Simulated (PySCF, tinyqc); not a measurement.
RHF in the 6-311g basis, for H2, spin multiplicity 1, step by step. The lowest restricted solution is unstable here: a spin-polarised one lies 0.0036 hartree lower (PySCF). Computed by tinyqc, a small Python program that keeps every step (integrals from PySCF). Settings: charge = 0, multiplicity = 1, basis = 6-311g, energy threshold = 1e-09, iteration cap = 72, orthogonalisation = canonical, start = highest core orbitals, DIIS depth = 0, method = RHF. Command: `OMP_NUM_THREADS=1 python tinyqc.py 25657 25658 out.jsonl` (the two numbers bound the seeds that draw the settings). One thread of a shared host (Intel(R) Xeon(R) Processor @ 2.60GHz), about 0.05 s of CPU time with the checks. Later iterations appear only in the table of the cycle.

## One-electron integrals

Geometry (angstrom):
```
atom        x        y        z
H     0.00000  0.00000  0.00000
H     0.00000  0.00000  1.30100
```

Basis 6-311g: exponents (1/bohr^2) and contraction coefficients of normalised primitives:
```
element  l (shell)  exponent  coefficient
H            s (1)  33.86500      0.02549
H            s (1)   5.09479      0.19037
H            s (1)   1.15879      0.85216
H            s (2)   0.32584      1.00000
H            s (3)   0.10274      1.00000
```

Overlap, kinetic and nuclear-attraction integrals over the contracted functions; the nuclear repulsion is the sum of Za Zb / Rab.

nuclear repulsion = 0.4067465 hartree

overlap S, lower triangle:
```
         1H 1s    1H 2s    1H 3s    2H 1s    2H 2s    2H 3s
1H 1s  1.00000
1H 2s  0.70638  1.00000
1H 3s  0.37366  0.78896  1.00000
2H 1s  0.02263  0.14808  0.21061  1.00000
2H 2s  0.14808  0.37353  0.49205  0.70638  1.00000
2H 3s  0.21061  0.49205  0.73308  0.37366  0.78896  1.00000
```

kinetic energy T (hartree), lower triangle:
```
          1H 1s     1H 2s    1H 3s    2H 1s    2H 2s    2H 3s
1H 1s   2.30435
1H 2s   0.54912   0.48876
1H 3s   0.10635   0.18488  0.15411
2H 1s  -0.05676  -0.00481  0.03702  2.30435
2H 2s  -0.00481   0.06271  0.07901  0.54912  0.48876
2H 3s   0.03702   0.07901  0.08959  0.10635  0.18488  0.15411
```

nuclear attraction V (hartree), lower triangle:
```
          1H 1s     1H 2s     1H 3s     2H 1s     2H 2s     2H 3s
1H 1s  -2.51784
1H 2s  -1.34804  -1.31561
1H 3s  -0.66697  -0.89639  -0.87146
2H 1s  -0.03720  -0.26857  -0.37795  -2.51784
2H 2s  -0.26857  -0.51019  -0.58748  -1.34804  -1.31561
2H 3s  -0.37795  -0.58748  -0.67904  -0.66697  -0.89639  -0.87146
```

core Hamiltonian H = T + V (hartree), lower triangle:
```
          1H 1s     1H 2s     1H 3s     2H 1s     2H 2s     2H 3s
1H 1s  -0.21349
1H 2s  -0.79892  -0.82685
1H 3s  -0.56062  -0.71151  -0.71735
2H 1s  -0.09397  -0.27338  -0.34093  -0.21349
2H 2s  -0.27338  -0.44748  -0.50847  -0.79892  -0.82685
2H 3s  -0.34093  -0.50847  -0.58945  -0.56062  -0.71151  -0.71735
```

## Two-electron integrals

Functions are numbered as in S; the eight-fold symmetry (ij|kl) = (ji|kl) = (kl|ij) leaves the list below.

Two-electron integrals (ij|kl) in chemists' order, unique and non-zero (hartree):
```
(11|11) 1.39303   (21|11) 0.82297   (21|21) 0.50970   (22|11) 0.82290
(22|21) 0.54303   (22|22) 0.64411   (31|11) 0.41126   (31|21) 0.25776
(31|22) 0.27987   (31|31) 0.13079   (32|11) 0.54368   (32|21) 0.36577
(32|22) 0.45267   (32|31) 0.18980   (32|32) 0.32514   (33|11) 0.49402
(33|21) 0.34012   (33|22) 0.44599   (33|31) 0.17804   (33|32) 0.33178
(33|33) 0.36168   (41|11) 0.01762   (41|21) 0.01187   (41|22) 0.01447
(41|31) 0.00615   (41|32) 0.01023   (41|33) 0.01012   (41|41) 0.00062
(42|11) 0.07570   (42|21) 0.05296   (42|22) 0.07134   (42|31) 0.02787
(42|32) 0.05337   (42|33) 0.05774   (42|41) 0.00313   (42|42) 0.02191
(43|11) 0.09255   (43|21) 0.06509   (43|22) 0.08962   (43|31) 0.03434
(43|32) 0.06824   (43|33) 0.07649   (43|41) 0.00378   (43|42) 0.02937
(43|43) 0.04143   (44|11) 0.40671   (44|21) 0.28713   (44|22) 0.40205
(44|31) 0.15180   (44|32) 0.31001   (44|33) 0.35467   (44|41) 0.01762
(44|42) 0.15683   (44|43) 0.22901   (44|44) 1.39303   (51|11) 0.15683
(51|21) 0.09911   (51|22) 0.10902   (51|31) 0.05041   (51|32) 0.07427
(51|33) 0.07007   (51|41) 0.00313   (51|42) 0.01413   (51|43) 0.01710
(51|44) 0.07570   (51|51) 0.02191   (52|11) 0.24147   (52|21) 0.16383
(52|22) 0.20632   (52|31) 0.08526   (52|32) 0.14942   (52|33) 0.15436
(52|41) 0.00679   (52|42) 0.03914   (52|43) 0.05064   (52|44) 0.24147
(52|51) 0.03914   (52|52) 0.08987   (53|11) 0.23515   (53|21) 0.16281
(53|22) 0.21615   (53|31) 0.08539   (53|32) 0.16178   (53|33) 0.17781
(53|41) 0.00720   (53|42) 0.04761   (53|43) 0.06552   (53|44) 0.32496
(53|51) 0.03938   (53|52) 0.10185   (53|53) 0.12647   (54|11) 0.28713
(54|21) 0.20249   (54|22) 0.28207   (54|31) 0.10699   (54|32) 0.21684
(54|33) 0.24767   (54|41) 0.01187   (54|42) 0.09911   (54|43) 0.14388
(54|44) 0.82297   (54|51) 0.05296   (54|52) 0.16383   (54|53) 0.21947
(54|54) 0.50970   (55|11) 0.40205   (55|21) 0.28207   (55|22) 0.38756
(55|31) 0.14871   (55|32) 0.29617   (55|33) 0.33786   (55|41) 0.01447
(55|42) 0.10902   (55|43) 0.15684   (55|44) 0.82290   (55|51) 0.07134
(55|52) 0.20632   (55|53) 0.27409   (55|54) 0.54303   (55|55) 0.64411
(61|11) 0.22901   (61|21) 0.14388   (61|22) 0.15684   (61|31) 0.07306
(61|32) 0.10652   (61|33) 0.10011   (61|41) 0.00378   (61|42) 0.01710
(61|43) 0.02094   (61|44) 0.09255   (61|51) 0.02937   (61|52) 0.05064
(61|53) 0.05081   (61|54) 0.06509   (61|55) 0.08962   (61|61) 0.04143
(62|11) 0.32496   (62|21) 0.21947   (62|22) 0.27409   (62|31) 0.11405
(62|32) 0.19786   (62|33) 0.20364   (62|41) 0.00720   (62|42) 0.03938
(62|43) 0.05081   (62|44) 0.23515   (62|51) 0.04761   (62|52) 0.10185
(62|53) 0.11311   (62|54) 0.16281   (62|55) 0.21615   (62|61) 0.06552
(62|62) 0.12647   (63|11) 0.33002   (63|21) 0.22822   (63|22) 0.30294
(63|31) 0.11968   (63|32) 0.22722   (63|33) 0.25204   (63|41) 0.00813
(63|42) 0.05059   (63|43) 0.06906   (63|44) 0.33002   (63|51) 0.05059
(63|52) 0.12213   (63|53) 0.14886   (63|54) 0.22822   (63|55) 0.30294
(63|61) 0.06906   (63|62) 0.14886   (63|63) 0.19437   (64|11) 0.15180
(64|21) 0.10699   (64|22) 0.14871   (64|31) 0.05651   (64|32) 0.11420
(64|33) 0.13038   (64|41) 0.00615   (64|42) 0.05041   (64|43) 0.07306
(64|44) 0.41126   (64|51) 0.02787   (64|52) 0.08526   (64|53) 0.11405
(64|54) 0.25776   (64|55) 0.27987   (64|61) 0.03434   (64|62) 0.08539
(64|63) 0.11968   (64|64) 0.13079   (65|11) 0.31001   (65|21) 0.21684
(65|22) 0.29617   (65|31) 0.11420   (65|32) 0.22597   (65|33) 0.25831
(65|41) 0.01023   (65|42) 0.07427   (65|43) 0.10652   (65|44) 0.54368
(65|51) 0.05337   (65|52) 0.14942   (65|53) 0.19786   (65|54) 0.36577
(65|55) 0.45267   (65|61) 0.06824   (65|62) 0.16178   (65|63) 0.22722
(65|64) 0.18980   (65|65) 0.32514   (66|11) 0.35467   (66|21) 0.24767
(66|22) 0.33786   (66|31) 0.13038   (66|32) 0.25831   (66|33) 0.29892
(66|41) 0.01012   (66|42) 0.07007   (66|43) 0.10011   (66|44) 0.49402
(66|51) 0.05774   (66|52) 0.15436   (66|53) 0.20364   (66|54) 0.34012
(66|55) 0.44599   (66|61) 0.07649   (66|62) 0.17781   (66|63) 0.25204
(66|64) 0.17804   (66|65) 0.33178   (66|66) 0.36168
```

## Orthogonalisation

S = U s U^T; canonical form X = U s^(-1/2), so that X^T S X = 1. Each column of U has its largest component positive (the first on a tie).

eigenvalues of S: 0.06293  0.12933  0.34100  0.70680  1.46683  3.29311

X:
```
              1         2         3         4         5        6
1H 1s   0.73859  -0.86597  -0.71550   0.67318   0.44548  0.15848
1H 2s  -1.80432   1.51960   0.58764   0.09038   0.34775  0.24370
1H 3s   2.03580  -0.89831   0.78040  -0.49606   0.14659  0.25947
2H 1s  -0.73859  -0.86597   0.71550   0.67318  -0.44548  0.15848
2H 2s   1.80432   1.51960  -0.58764   0.09038  -0.34775  0.24370
2H 3s  -2.03580  -0.89831  -0.78040  -0.49606  -0.14659  0.25947
```

## Starting guess

The start is the highest orbitals of the core Hamiltonian (a deliberately bad start); D = 2 C_occ C_occ^T.

D at the start, lower triangle:
```
          1H 1s     1H 2s     1H 3s     2H 1s     2H 2s    2H 3s
1H 1s   2.39911
1H 2s  -3.61854   5.45778
1H 3s   2.33953  -3.52868   2.28144
2H 1s  -2.39911   3.61854  -2.33953   2.39911
2H 2s   3.61854  -5.45778   3.52868  -3.61854   5.45778
2H 3s  -2.33953   3.52868  -2.28144   2.33953  -3.52868  2.28144
```

## Iteration 1: building the Fock matrix

J_ij = sum D_kl (ij|kl), K_ij = sum D_kl (ik|jl); F = H + J - 0.5 K; E = tr D H + tr D J / 2 - 0.25 tr D K + E_nn.

Coulomb J (hartree), lower triangle:
```
         1H 1s    1H 2s    1H 3s    2H 1s    2H 2s    2H 3s
1H 1s  1.42045
1H 2s  0.88232  1.01490
1H 3s  0.45011  0.72522  0.75319
2H 1s  0.02728  0.18295  0.25573  1.42045
2H 2s  0.18295  0.39181  0.46873  0.88232  1.01490
2H 3s  0.25573  0.46873  0.57782  0.45011  0.72522  0.75319
```

exchange K (hartree), lower triangle:
```
          1H 1s    1H 2s    1H 3s    2H 1s    2H 2s    2H 3s
1H 1s   0.56684
1H 2s   0.12958  0.08588
1H 3s   0.04131  0.04692  0.03467
2H 1s  -0.09642  0.03866  0.03953  0.56684
2H 2s   0.03866  0.01777  0.02488  0.12958  0.08588
2H 3s   0.03953  0.02488  0.02440  0.04131  0.04692  0.03467
```

Fock matrix F (hartree), lower triangle:
```
          1H 1s     1H 2s     1H 3s     2H 1s     2H 2s    2H 3s
1H 1s   0.92354
1H 2s   0.01861   0.14511
1H 3s  -0.13116  -0.00975   0.01851
2H 1s  -0.01847  -0.10976  -0.10497   0.92354
2H 2s  -0.10976  -0.06456  -0.05217   0.01861   0.14511
2H 3s  -0.10497  -0.05217  -0.02383  -0.13116  -0.00975  0.01851
```

total energy of this density = 4.1158891 hartree

## Iteration 1: diagonalisation and new density

Diagonalise F' = X^T F X, C = X C', fill 1 alpha and 1 beta electrons from the bottom; D = 2 C_occ C_occ^T. Each column has its largest component positive (the first on a tie).

F' = X^T F X (hartree), lower triangle:
```
          1         2         3        4        5         6
1   1.27871
2   0.00000   1.80399
3  -0.83467   0.00000   1.08130
4   0.00000  -1.02394   0.00000  1.12333
5   0.22607   0.00000  -0.48420  0.00000  0.50777
6   0.00000  -0.04008   0.00000  0.13222  0.00000  -0.01427
```

orbital energies (hartree): MO1 -0.03565, MO2 0.14672, MO3 0.40130, MO4 0.55337, MO5 2.16769, MO6 2.54740

coefficients C:
```
           MO1       MO2       MO3       MO4       MO5       MO6
1H 1s  0.10185   0.08483   0.05848  -0.10070  -1.11292  -1.10200
1H 2s  0.10007  -0.02051   1.00316  -1.16228   1.53965   1.16636
1H 3s  0.41717   1.33261  -0.86376   1.45569  -0.93816  -0.44749
2H 1s  0.10185  -0.08483   0.05848   0.10070   1.11292  -1.10200
2H 2s  0.10007   0.02051   1.00316   1.16228  -1.53965   1.16636
2H 3s  0.41717  -1.33261  -0.86376  -1.45569   0.93816  -0.44749
```

D after iteration 1, lower triangle:
```
         1H 1s    1H 2s    1H 3s    2H 1s    2H 2s    2H 3s
1H 1s  0.02075
1H 2s  0.02038  0.02003
1H 3s  0.08498  0.08349  0.34807
2H 1s  0.02075  0.02038  0.08498  0.02075
2H 2s  0.02038  0.02003  0.08349  0.02038  0.02003
2H 3s  0.08498  0.08349  0.34807  0.08498  0.08349  0.34807
```

## Iteration 2: building the Fock matrix

As before.

Coulomb J (hartree), lower triangle:
```
         1H 1s    1H 2s    1H 3s    2H 1s    2H 2s    2H 3s
1H 1s  1.03858
1H 2s  0.70394  0.90129
1H 3s  0.36681  0.66510  0.71913
2H 1s  0.02474  0.15455  0.21121  1.03858
2H 2s  0.15455  0.36130  0.43507  0.70394  0.90129
2H 3s  0.21121  0.43507  0.55430  0.36681  0.66510  0.71913
```

exchange K (hartree), lower triangle:
```
         1H 1s    1H 2s    1H 3s    2H 1s    2H 2s    2H 3s
1H 1s  0.38652
1H 2s  0.45773  0.64298
1H 3s  0.39745  0.61239  0.62942
2H 1s  0.16137  0.29270  0.33233  0.38652
2H 2s  0.29270  0.49404  0.54429  0.45773  0.64298
2H 3s  0.33233  0.54429  0.59342  0.39745  0.61239  0.62942
```

Fock matrix F (hartree), lower triangle:
```
          1H 1s     1H 2s     1H 3s     2H 1s     2H 2s     2H 3s
1H 1s   0.63183
1H 2s  -0.32384  -0.24706
1H 3s  -0.39254  -0.35261  -0.31293
2H 1s  -0.14992  -0.26518  -0.29589   0.63183
2H 2s  -0.26518  -0.33320  -0.34554  -0.32384  -0.24706
2H 3s  -0.29589  -0.34554  -0.33185  -0.39254  -0.35261  -0.31293
```

total energy of this density = -0.9643141 hartree

## Iteration 2: diagonalisation and new density

As before.

F' = X^T F X (hartree), lower triangle:
```
          1         2         3        4        5         6
1   1.40598
2   0.00000   1.77271
3  -0.97803   0.00000   1.18453
4   0.00000  -1.00173   0.00000  1.01138
5   0.27930   0.00000  -0.51232  0.00000  0.26889
6   0.00000  -0.03605   0.00000  0.03692  0.00000  -0.51235
```

orbital energies (hartree): MO1 -0.51333, MO2 0.00872, MO3 0.32054, MO4 0.42960, MO5 2.42108, MO6 2.46453

coefficients C:
```
           MO1       MO2       MO3       MO4       MO5       MO6
1H 1s  0.13908   0.13962   0.06403  -0.10695  -1.10679  -1.09761
1H 2s  0.25289   0.22435   0.94038  -1.08779   1.57741   1.19519
1H 3s  0.26256   0.95543  -0.91537   1.71575  -0.95832  -0.46208
2H 1s  0.13908  -0.13962   0.06403   0.10695   1.10679  -1.09761
2H 2s  0.25289  -0.22435   0.94038   1.08779  -1.57741   1.19519
2H 3s  0.26256  -0.95543  -0.91537  -1.71575   0.95832  -0.46208
```

D after iteration 2, lower triangle:
```
         1H 1s    1H 2s    1H 3s    2H 1s    2H 2s    2H 3s
1H 1s  0.03869
1H 2s  0.07035  0.12791
1H 3s  0.07304  0.13280  0.13787
2H 1s  0.03869  0.07035  0.07304  0.03869
2H 2s  0.07035  0.12791  0.13280  0.07035  0.12791
2H 3s  0.07304  0.13280  0.13787  0.07304  0.13280  0.13787
```

## Iteration 3: building the Fock matrix

As before.

Coulomb J (hartree), lower triangle:
```
         1H 1s    1H 2s    1H 3s    2H 1s    2H 2s    2H 3s
1H 1s  1.19109
1H 2s  0.79697  0.99403
1H 3s  0.41351  0.72360  0.76352
2H 1s  0.02826  0.17559  0.23866  1.19109
2H 2s  0.17559  0.40151  0.47593  0.79697  0.99403
2H 3s  0.23866  0.47593  0.59137  0.41351  0.72360  0.76352
```

exchange K (hartree), lower triangle:
```
         1H 1s    1H 2s    1H 3s    2H 1s    2H 2s    2H 3s
1H 1s  0.55533
1H 2s  0.60153  0.76195
1H 3s  0.47925  0.66035  0.61215
2H 1s  0.22648  0.37802  0.39795  0.55533
2H 2s  0.37802  0.58091  0.58622  0.60153  0.76195
2H 3s  0.39795  0.58622  0.57822  0.47925  0.66035  0.61215
```

Fock matrix F (hartree), lower triangle:
```
          1H 1s     1H 2s     1H 3s     2H 1s     2H 2s     2H 3s
1H 1s   0.69993
1H 2s  -0.30272  -0.21380
1H 3s  -0.38674  -0.31808  -0.25991
2H 1s  -0.17894  -0.28680  -0.30125   0.69993
2H 2s  -0.28680  -0.33642  -0.32565  -0.30272  -0.21380
2H 3s  -0.30125  -0.32565  -0.28719  -0.38674  -0.31808  -0.25991
```

total energy of this density = -1.0349728 hartree

## Iteration 3: diagonalisation and new density

As before.

F' = X^T F X (hartree), lower triangle:
```
          1         2         3        4        5         6
1   1.44289
2   0.00000   1.83453
3  -1.00987   0.00000   1.24936
4   0.00000  -1.04394   0.00000  1.08490
5   0.29130   0.00000  -0.54043  0.00000  0.34901
6   0.00000  -0.05133   0.00000  0.01074  0.00000  -0.47991
```

orbital energies (hartree): MO1 -0.48119, MO2 0.05381, MO3 0.35104, MO4 0.47078, MO5 2.51667, MO6 2.56967

coefficients C:
```
           MO1       MO2       MO3       MO4       MO5       MO6
1H 1s  0.14243   0.12909   0.04897  -0.09919  -1.10879  -1.09796
1H 2s  0.28604   0.16614   0.94122  -1.12133   1.56104   1.18702
1H 3s  0.22926   1.05057  -0.92852   1.67048  -0.93851  -0.45349
2H 1s  0.14243  -0.12909   0.04897   0.09919   1.10879  -1.09796
2H 2s  0.28604  -0.16614   0.94122   1.12133  -1.56104   1.18702
2H 3s  0.22926  -1.05057  -0.92852  -1.67048   0.93851  -0.45349
```

D after iteration 3, lower triangle:
```
         1H 1s    1H 2s    1H 3s    2H 1s    2H 2s    2H 3s
1H 1s  0.04057
1H 2s  0.08148  0.16363
1H 3s  0.06531  0.13115  0.10512
2H 1s  0.04057  0.08148  0.06531  0.04057
2H 2s  0.08148  0.16363  0.13115  0.08148  0.16363
2H 3s  0.06531  0.13115  0.10512  0.06531  0.13115  0.10512
```

## Iteration 10 (converged): orbitals

converged F (hartree), lower triangle:
```
          1H 1s     1H 2s     1H 3s     2H 1s     2H 2s     2H 3s
1H 1s   0.71552
1H 2s  -0.29708  -0.20503
1H 3s  -0.38348  -0.30798  -0.24527
2H 1s  -0.18531  -0.29104  -0.30077   0.71552
2H 2s  -0.29104  -0.33608  -0.31904  -0.29708  -0.20503
2H 3s  -0.30077  -0.31904  -0.27452  -0.38348  -0.30798  -0.24527
```

As before.

F' = X^T F X (hartree), lower triangle:
```
          1         2         3        4        5         6
1   1.45090
2   0.00000   1.84759
3  -1.01698   0.00000   1.26367
4   0.00000  -1.05444   0.00000  1.09920
5   0.29428   0.00000  -0.54643  0.00000  0.36741
6   0.00000  -0.05665   0.00000  0.00403  0.00000  -0.46963
```

orbital energies (hartree): MO1 -0.47145, MO2 0.06409, MO3 0.35557, MO4 0.47990, MO5 2.53800, MO6 2.59303

coefficients C:
```
           MO1       MO2       MO3       MO4       MO5       MO6
1H 1s  0.14278   0.12677   0.04551  -0.09745  -1.10921  -1.09806
1H 2s  0.29615   0.15234   0.94025  -1.12835   1.55739   1.18531
1H 3s  0.21936   1.07221  -0.93170   1.65907  -0.93427  -0.45187
2H 1s  0.14278  -0.12677   0.04551   0.09745   1.10921  -1.09806
2H 2s  0.29615  -0.15234   0.94025   1.12835  -1.55739   1.18531
2H 3s  0.21936  -1.07221  -0.93170  -1.65907   0.93427  -0.45187
```

D after iteration 10, lower triangle:
```
         1H 1s    1H 2s    1H 3s    2H 1s    2H 2s    2H 3s
1H 1s  0.04078
1H 2s  0.08457  0.17541
1H 3s  0.06264  0.12992  0.09623
2H 1s  0.04078  0.08457  0.06264  0.04078
2H 2s  0.08457  0.17541  0.12992  0.08457  0.17541
2H 3s  0.06264  0.12992  0.09623  0.06264  0.12992  0.09623
```

## Convergence

Stop when the energy changes by less than 1e-09 hartree and every element of the error matrix X^T (F D S - S D F) X is below 9e-06.

Course of the cycle:
```
iteration  E (hartree)     change  largest element of the error matrix
1            4.1158891          -                             2.39e-01
2           -0.9643141  -5.08e+00                             3.19e-01
3           -1.0349728  -7.07e-02                             5.45e-02
4           -1.0377124  -2.74e-03                             1.09e-02
5           -1.0378479  -1.36e-04                             2.34e-03
6           -1.0378550  -7.09e-06                             5.22e-04
7           -1.0378554  -3.76e-07                             1.18e-04
8           -1.0378554  -2.00e-08                             2.71e-05
9           -1.0378554  -1.07e-09                             6.27e-06
10          -1.0378554  -5.67e-11                             1.45e-06
```

PySCF RHF in the same basis = -1.0378554 hartree

Converged in 10 iterations.

## Populations, bond orders and dipole

Mulliken: Z minus the diagonal of D S on the atom; Loewdin: the same with S^(1/2) D S^(1/2); Mayer order: 2 sum_s sum (D(s) S)_ij (D(s) S)_ji over the two atoms.

Charges (e):
```
atom  Mulliken  Loewdin
1H           0        0
2H           0        0
```

Mayer bond orders:
```
pair    order
2-1   1.00000
```

dipole moment about the origin, x y z (debye): 0.00000  0.00000  0.00000
